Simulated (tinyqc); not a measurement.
# ESD clamp with bipolar snapback, compact model and design window: effects of single changes

The drain junction multiplies the current that enters it: Igen = (M - 1)(Ic + I0), M = 1/(1 - (Vj/BV)^n). The generated holes leave through the substrate resistance and the base of the parasitic npn: Igen = Vb/Rb + Ic/be, Ic = Is exp(Vb/Vt). Terminal current I = Ic + I0 + Igen and voltage V = Vj + I Ro, per width. Isothermal, constant gain.

Values chosen for this exercise; values close to those of grounded-gate n-channel clamps:
- T = 300 K (temperature)
- BV = 11.7 V (junction breakdown voltage)
- n = 4.5 (exponent of the multiplication)
- be = 2.4 (current gain of the parasitic npn)
- Is = 2.4e-17 A/um (saturation current)
- I0 = 4.5e-11 A/um (junction leakage)
- Rb = 41000 ohm um (substrate resistance)
- Ro = 210 ohm um (drain ballast and contact resistance)
- It2 = 10.7 mA/um (failure current for 100 ns)

Constants: q = 1.602176634e-19 C, kB = 1.380649e-23 J/K, Vt = kB T/q. Results are converted to the units shown.

Each table varies one quantity; the others keep the values above.

## Failure current against pulse length

Power to failure goes as 1/t for pulses shorter than ta = 11 ns (adiabatic) and as 1/sqrt(t) beyond: Pf = P100 sqrt(100 ns/t) for t > ta and Pf(ta) ta/t below, with P100 = Vt2 It2 at 100 ns. The failure current solves V I = Pf on the curve (I(Vb), V(Vb)). For given Vb: Ic, Igen, M = 1 + Igen/(Ic + I0), Vj = BV (1 - 1/M)^(1/n), I and V. Vt1 is the maximum of V along the curve, Vh the following minimum, Vt2 the voltage at I = It2.

Result of one run:

| t (ns) | Pf (mW/um) | failure current (mA/um) | V at failure (V) | energy (nJ/um) |
|---|---|---|---|---|
| 10 | 396.4 | 27.13 | 14.61 | 3.964 |

What becomes of these results when the pulse length t is changed from 10 to 100 ns, all else the same?

Result of the changed run:

| t (ns) | Pf (mW/um) | failure current (mA/um) | V at failure (V) | energy (nJ/um) |
|---|---|---|---|---|
| 100 | 119.5 | 10.70 | 11.17 | 11.95 |

The whole series:

| t (ns) | Pf (mW/um) | failure current (mA/um) | V at failure (V) | energy (nJ/um) |
|---|---|---|---|---|
| 1 | 3964 | 117.8 | 33.65 | 3.964 |
| 2 | 1982 | 78.22 | 25.34 | 3.964 |
| 5 | 792.8 | 43.78 | 18.11 | 3.964 |
| 10 | 396.4 | 27.13 | 14.61 | 3.964 |
| 20 | 267.3 | 20.28 | 13.18 | 5.345 |
| 50 | 169.0 | 14.20 | 11.90 | 8.452 |
| 100 | 119.5 | 10.70 | 11.17 | 11.95 |
| 200 | 84.52 | 7.973 | 10.60 | 16.90 |
| 500 | 53.45 | 5.319 | 10.05 | 26.73 |

The failure current falls from 118 to 5.32 mA/um, as t^(-0.59) at the start and t^(-0.44) at the end, more slowly than the power since V rises with I. The voltage at failure falls from 33.7 to 10.0 V.

## Effect of the substrate resistance

Same model as above.

It1 and Ih are the currents at Vt1 and Vh.

Effect of the substrate resistance:

| Rb (ohm um) | Vt1 (V) | It1 (uA/um) | Vh (V) | Ih (uA/um) | Vt2 (V) | Vt2 - Vt1 (V) |
|---|---|---|---|---|---|---|
| 4100 | 11.73 | 137.9 | 9.768 | 1911 | 11.25 | -0.4746 |
| 8800 | 11.71 | 59.51 | 9.502 | 1335 | 11.20 | -0.5075 |
| 19000 | 11.71 | 25.35 | 9.316 | 920.7 | 11.18 | -0.5238 |
| 41000 | 11.70 | 10.72 | 9.188 | 631.3 | 11.17 | -0.5316 |
| 88000 | 11.70 | 4.527 | 9.101 | 432.0 | 11.17 | -0.5354 |
| 1.9e5 | 11.70 | 1.890 | 9.041 | 293.9 | 11.16 | -0.5371 |
| 4.1e5 | 11.70 | 0.8040 | 9.000 | 199.6 | 11.16 | -0.5379 |

As Rb goes from 4100 to 4.1e5 ohm um, Vt1 stays near 11.7 V, It1 falls from 138 to 0.804 uA/um, Vh falls from 9.77 to 9.00 V and Vt2 falls from 11.3 to 11.2 V. Vt2 exceeds Vt1, the condition for all fingers to turn on, in 0 of the 7 rows. It1 goes as Rb^(-1.12); the product It1 Rb, close to the base voltage at the trigger, goes from 0.566 to 0.330 V.

## Effect of the current gain of the parasitic npn

Same model as above.

The same in every row: Vt1 (V) = 11.70.

Effect of the current gain of the parasitic npn:

| be | It1 (uA/um) | Vh (V) | Ih (uA/um) | Vt2 (V) | Vt2 - Vt1 (V) |
|---|---|---|---|---|---|
| 1 | 10.73 | 10.22 | 431.3 | 12.28 | 0.5790 |
| 1.7 | 10.72 | 9.618 | 545.3 | 11.64 | -0.06547 |
| 2.9 | 10.72 | 8.943 | 682.8 | 10.90 | -0.7977 |
| 4.9 | 10.72 | 8.254 | 842.9 | 10.15 | -1.552 |
| 8.2 | 10.72 | 7.597 | 1027 | 9.418 | -2.284 |
| 14 | 10.72 | 6.965 | 1249 | 8.696 | -3.006 |
| 24 | 10.72 | 6.401 | 1506 | 8.028 | -3.674 |
| 40 | 10.72 | 5.943 | 1778 | 7.461 | -4.241 |

What does the comparison show?

As be goes from 1 to 40, Vt1 stays near 11.7 V, It1 stays near 10.7 uA/um, Vh falls from 10.2 to 5.94 V and Vt2 falls from 12.3 to 7.46 V. Vt2 exceeds Vt1, the condition for all fingers to turn on, in 1 of the 8 rows. A higher gain needs less multiplication to hold, so Vh falls.

Program tinyqc, `OMP_NUM_THREADS=1 python tinyqc.py 2670062 2670063 out.jsonl`; Intel Xeon 2.30GHz, shared host, one thread, about 0.01 s.
